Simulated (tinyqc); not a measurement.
# MOSFET in saturation, small-signal circuit and noise: from weak to strong inversion

Bias by the inversion coefficient IC = I/Ispec (charge-based model with velocity saturation; weak inversion below 0.1, strong above 10). Common-source circuit: gm, gds, Cgs, Cgd and Cj at the inner nodes, Rg in series with the gate; quasi-static, no source or drain resistance, no gate-body capacitance, no substrate network, no induced gate noise, so fmax is an upper estimate.

Ispec = 2 n mu Cox (W/L) Vt^2, lc = Ls/L, gms = [sqrt((lc IC + 1)^2 + 4 IC) - 1]/[2 + lc (lc IC + 1)], gm = gms Ispec/(n Vt), gds = sg gm. qs = [sqrt(1 + 4 IC) - 1]/2, Cgs = Cox W L qs (2 qs + 3)/(3 (qs + 1)^2) + Cov W, Cgd = Cov W, Cd = Cj W, Rg = Rsh (Wf/L)/(12 Nf) + Rc/W with Nf = W/Wf fingers (not rounded) contacted at both ends. fT = gm/(2 pi (Cgs + Cgd)), fmax = fT/(2 sqrt(Rg (gds + 2 pi fT Cgd))). The last column is the figure of merit (gm/I) fT.

Values chosen for this exercise:
- T = 300 K (temperature)
- L = 90 nm (gate length)
- W = 80 um (total gate width)
- Cox = 0.85 uF/cm^2 (gate capacitance)
- mu = 180 cm^2/(V s) (mobility)
- n = 1.15 (slope factor)
- Ls = 25 nm (velocity-saturation length)
- sg = 0.063 (ratio gds/gm)
- Cov = 0.27 fF/um (overlap and fringe capacitance per side)
- Cj = 0.48 fF/um (drain junction capacitance)
- Rsh = 10 ohm (sheet resistance of the gate)
- Wf = 1 um (finger width)
- Rc = 200 ohm um (gate contact and vertical resistance)

Constants: q = 1.602176634e-19 C, kB = 1.380649e-23 J/K, Vt = kB T/q. Results are converted to the units shown.

From weak to strong inversion:
```
IC     I (uA)  gm/I (1/V)  fT (GHz)  fmax (GHz)  (gm/I) fT (THz/V)
0.01    2.091       33.26    0.2526       12.56           0.008402
0.03    6.272       32.54    0.7232       21.22            0.02353
0.1     20.91       30.43     2.101       36.02            0.06394
0.3     62.72       26.35     4.840       54.24             0.1275
1       209.1       19.62     10.26       78.08             0.2013
3       627.2       13.04     18.26       103.2             0.2382
10       2091       7.023     30.35       132.1             0.2131
30       6272       3.269     40.77       152.6             0.1333
100   2.091e4       1.146     46.56       162.7            0.05336
```

The efficiency gm/I falls from 33.3 to 1.15 1/V while fT rises from 0.253 to 46.6 GHz; fT goes as IC^(0.96) at the start and IC^(0.11) at the end (1/2 for a long channel, 0 at full velocity saturation, which sets in near IC = 1/lc^2 = 13.0). Their product goes from 0.00840 through a maximum of 0.238 (at IC = 3 among the rows listed) to 0.0534 THz/V. For IC = 0.01 to 10 fmax exceeds 4 fT, where channel resistance and substrate losses, left out here, would cap it.

Computed by the program tinyqc: `OMP_NUM_THREADS=1 python tinyqc.py 2150060 2150061 out.jsonl`, one thread of a shared Intel Xeon 2.30GHz, about 0.01 s for the whole run.
